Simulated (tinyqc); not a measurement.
Six-band Luttinger-Kohn model with strain, step by step. Values are carried at full precision from step to step, so a last printed digit may differ when a step is redone from the rounded ones.

Constants: hbar^2/2m0 = 3.80998211 eV angstrom^2.

Values chosen for the exercise (near those of InP; the results hold for these values, not for the real material): C11 = 100.2 GPa; C12 = 56.1 GPa; C44 = 46 GPa; load = uniaxial [100] (kind of stress); X = 0.74 GPa (stress); Dso = 0.107 eV (spin-orbit splitting); g1 = 5.07 (Luttinger gamma1); g2 = 1.6 (gamma2); g3 = 2.1 (gamma3); av = 0.6 eV (valence hydrostatic potential); b = -2.01 eV (tetragonal shear potential); d = -4.97 eV (trigonal shear potential); k = (0.059, 0.001, 0.057) 1/angstrom (wave vector); kmax = 0.08 1/angstrom (end of the path).

## Strain from a uniaxial [100] stress

s11 = (C11 + C12)/((C11 - C12)(C11 + 2 C12)), s12 = -C12/((C11 - C12)(C11 + 2 C12)), s44 = 1/C44; exx = s11 sxx + s12 (syy + szz) and cyclic, exy = s44 sxy/2; tension is positive. A uniaxial stress X along the unit vector n is s_ij = X n_i n_j.

s11, s12, s44 (1/TPa): 16.6865  -5.9892  21.7391

strain tensor:
```
          x          y          z
x  0.012348   0.000000   0.000000
y  0.000000  -0.004432   0.000000
z  0.000000   0.000000  -0.004432
```

The volume changes by +0.348 %; there is no shear in the cubic axes, so d does not enter.

## The terms P, Q, R, S at one k

P = c g1 k^2 - av tr(e); Q = c g2 (kx^2 + ky^2 - 2 kz^2) - (b/2)(exx + eyy - 2 ezz); R = c sqrt3 [-g2 (kx^2 - ky^2) + 2i g3 kx ky] + (sqrt3/2) b (exx - eyy) - i d exy; S = 2 c sqrt3 g3 (kx - i ky) kz - d (exz - i eyz); c = hbar^2/2m0, e the strain tensor (not engineering shear).

Form the four terms.

Terms (eV):
```
term             from k  from strain
P               0.13002     -0.00209
Q              -0.01839      0.01686
R     -0.03674+0.00164i     -0.02921
S      0.09321-0.00158i      0.00000
```

## The Hamiltonian

Six-band Luttinger-Kohn model in the basis |3/2,3/2>, |3/2,1/2>, |3/2,-1/2>, |3/2,-3/2>, |1/2,1/2>, |1/2,-1/2>, electron energies, zero at the top of the unstrained valence band. H = -[rows: (P+Q, -S, R, 0, -S/r2, r2 R); (-S*, P-Q, 0, R, -r2 Q, r32 S); (R*, 0, P-Q, S, r32 S*, r2 Q); (0, R*, S*, P+Q, -r2 R*, -S*/r2); (-S*/r2, -r2 Q, r32 S, -r2 R, P+Dso, 0); (r2 R*, r32 S*, r2 Q, -S/r2, 0, P+Dso)], r2 = sqrt(2), r32 = sqrt(3/2). Levels are twofold.

Each term is the sum of its two parts.

H(k) (eV), lower triangle (Hermitian):
```
                 3/2,3/2          3/2,1/2         3/2,-1/2         3/2,-3/2  1/2,1/2  1/2,-1/2
3/2,3/2          -0.1264
3/2,1/2   0.0932+0.0016i          -0.1295
3/2,-1/2  0.0660+0.0016i                0          -0.1295
3/2,-3/2               0   0.0660+0.0016i  -0.0932-0.0016i          -0.1264
1/2,1/2   0.0659+0.0011i          -0.0022  -0.1142+0.0019i  -0.0933+0.0023i  -0.2349
1/2,-1/2  0.0933+0.0023i  -0.1142-0.0019i           0.0022   0.0659-0.0011i        0   -0.2349
```

## Levels and their make-up

Diagonalise H. The weights add +m and -m and are averaged over each pair; m is taken along z.

levels from the top, each twofold (eV): -0.0137  -0.0770  -0.4001

weights:
```
               top  second  third
|3/2,+-3/2>  0.514   0.233  0.254
|3/2,+-1/2>  0.486   0.257  0.258
|1/2,+-1/2>  0.000   0.511  0.489
```

The top pair is 51 % |3/2,+-3/2>, the second pair is 51 % |1/2,+-1/2> and the third pair is 49 % |1/2,+-1/2>.

## Band edges at k = 0
Diagonalise H at k = 0. The weights add +m and -m (m along z) and are averaged over each pair.

edges from the top (eV): 0.0358  -0.0081  -0.1284

weights at k = 0:
```
               top  second  third
|3/2,+-3/2>  0.250   0.603  0.147
|3/2,+-1/2>  0.750   0.201  0.049
|1/2,+-1/2>  0.000   0.195  0.805
```

The stress splits the top two pairs by 43.9 meV, 1.70 times kT at 300 K (25.85 meV); the third lies 164.2 meV below the top, against Dso = 107 meV without stress.

## Polarisation of the edge transitions

In the basis X, Y, Z times spin, H(k = 0) has -Dso/3 + l exx + m (eyy + ezz) on the diagonal (cyclic) and n exy off it, l = av + 2 b, m = av - b, n = sqrt(3) d. Spin-orbit term (Dso/3) L.sigma on X, Y, Z with (L_k)_ij = -i epsilon_kij: <X+|H|Y+> = -i Dso/3, <X+|H|Z-> = Dso/3, <Y+|H|Z-> = -i Dso/3, <Z+|H|X-> = -Dso/3, <Z+|H|Y-> = i Dso/3, <X-|H|Y-> = i Dso/3, and their conjugates; + and - are the spin along z. The strength of a transition to an s-like conduction level for light polarised along the unit vector u is the weight of the orbital ux X + uy Y + uz Z in the valence state, summed over spin and averaged over the pair.

strain block of X, Y, Z (eV), lower triangle:
```
          X        Y        Z
X  -0.06537
Y         0  0.03582
Z         0        0  0.03582
```

Relative strengths:
```
polarisation    top  second  third
[100]         0.000   0.228  0.772
[010]         0.500   0.386  0.114
[001]         0.500   0.386  0.114
[110]         0.250   0.307  0.443
[1-10]        0.250   0.307  0.443
[111]         0.333   0.333  0.333
```

The top pair is strongest for light along [010] and [001] (0.500) and weakest along [100] (0.000); without strain every direction has 1/3 on average over the fourfold top. For each polarisation the three pairs add up to 1.

## Hole masses at the edges

Curvature at k = 0: m/m0 = -2 c h^2/(E(h u) + E(-h u) - 2 E(0)) with h = 0.0002 1/angstrom along the unit vector u.

Hole masses (m0):
```
direction    top  second  third
[110]      0.234   0.208  0.163
[1-10]     0.234   0.208  0.163
[100]      0.535   0.247  0.108
[001]      0.150   0.179  0.338
```

Of the directions listed, the top pair is lightest along [001] (0.150) and heaviest along [100] (0.535). These masses hold only for hole energies well below the splitting of 44 meV.

## Bands along [100] and [001]

Six points from 0 to kmax in each direction.

Levels (eV):
```
direction  |k| (1/angstrom)      top   second    third  top, no stress  second, no stress
[100]                 0.000   0.0358  -0.0081  -0.1284          0.0000             0.0000
[100]                 0.016   0.0340  -0.0120  -0.1376         -0.0018            -0.0079
[100]                 0.032   0.0285  -0.0222  -0.1664         -0.0073            -0.0291
[100]                 0.048   0.0194  -0.0365  -0.2171         -0.0164            -0.0561
[100]                 0.064   0.0066  -0.0535  -0.2913         -0.0292            -0.0814
[100]                 0.080  -0.0098  -0.0728  -0.3890         -0.0456            -0.1048
[001]                 0.000   0.0358  -0.0081  -0.1284          0.0000             0.0000
[001]                 0.016   0.0297  -0.0139  -0.1314         -0.0018            -0.0079
[001]                 0.032   0.0159  -0.0348  -0.1412         -0.0073            -0.0291
[001]                 0.048   0.0013  -0.0727  -0.1628         -0.0164            -0.0561
[001]                 0.064  -0.0141  -0.1133  -0.2106         -0.0292            -0.0814
[001]                 0.080  -0.0318  -0.1437  -0.2961         -0.0456            -0.1048
```

## Checks

- Levels against the same model in the basis X, Y, Z times spin: they agree to 1e-10 or better.

Computed by tinyqc, a small Python program: `OMP_NUM_THREADS=1 python tinyqc.py 1081407 1081408 out.jsonl` (the numbers bound the seed that draws the inputs); one thread of a shared host (Intel(R) Xeon(R) Processor @ 2.30GHz), about 0.09 s for the whole set of steps.
